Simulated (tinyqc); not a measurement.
## Tunnelling through a gate dielectric, WKB transmission and Tsu-Esaki current: dielectrics compared at equal EOT

Electrons leave the emitter at x = 0. Energies E (motion across the layers) are in eV from the emitter Fermi level; the collector Fermi level lies at -V and offers states at every E. No charge in the dielectric and no image force: F1 = V/t1, U = phi1 - F1 x. With C = hbar^2/(2 m0), kappa = sqrt(m (U - E)/C) where U > E and 0 elsewhere; T(E) = exp(-S), S = 2 times the integral of kappa over x.

A single layer of thickness t1 = EOT eps_r/3.9 for each dielectric, at V = 1.2 V. Each layer adds (2/F) sqrt(m/C) [G(u at its left edge) - G(u at its right edge)] to S, with u = U - E (0 where negative) and G(u) = (2/3) u^1.5. J = J0 times the integral of T(E) N(E) dE, N = ln[(1 + exp(-E/Vt))/(1 + exp((-E - V)/Vt))], J0 = q^2 me m0 kB T/(2 pi^2 hbar^3) (times 1e-4 for A/cm^2 per eV), from E = -Ef to far above the barrier (T = 1 there), by quadrature converged to the digits shown.

Parameters, values chosen for the exercise:
- T = 400 K (temperature)
- Ef = 0.28 eV (Fermi energy of the emitter above its band bottom)
- me = 0.29 m0 (emitter mass in the supply function)
- EOT = 1.3 nm (equivalent oxide thickness)

Constants: q = 1.602176634e-19 C, kB = 1.380649e-23 J/K, hbar = 1.054571817e-34 J s, m0 = 9.1093837015e-31 kg, Vt = kB T/q, hbar^2/(2 m0) = 0.0380998212 eV nm^2. Results are converted to the units shown.

Dielectrics (values chosen for the exercise, close to those of the materials named):

|  | eps_r | phi1 (eV) | m1 (m0) |
|---|---|---|---|
| silicon dioxide | 3.72 | 3.12 | 0.51 |
| silicon nitride | 7.41 | 2.16 | 0.52 |
| aluminium oxide | 8.83 | 2.51 | 0.38 |
| hafnium oxide | 21.5 | 1.53 | 0.2 |
| zirconium oxide | 25.7 | 1.41 | 0.26 |

Leakage at equal EOT:

|  | t1 (nm) | S at E = 0 | J (A/cm^2) | eps_r sqrt(m1 phi1) |
|---|---|---|---|---|
| silicon dioxide | 1.240 | 14.37 | 68.90 | 4.693 |
| silicon nitride | 2.470 | 22.65 | 0.009309 | 7.853 |
| aluminium oxide | 2.943 | 25.59 | 5.321e-4 | 8.624 |
| hafnium oxide | 7.167 | 31.07 | 1.223e-6 | 11.89 |
| zirconium oxide | 8.567 | 39.24 | 4.936e-8 | 15.56 |

From the lowest current to the highest: zirconium oxide, hafnium oxide, aluminium oxide, silicon nitride, silicon dioxide; the span is 9.14 decades. The figure eps_r sqrt(m1 phi1), to which S is proportional at low voltage, gives the same order.

Numbers from tinyqc (`OMP_NUM_THREADS=1 python tinyqc.py 2540013 2540014 out.jsonl`; about 0.02 s on one thread of a shared Intel Xeon 2.30GHz).
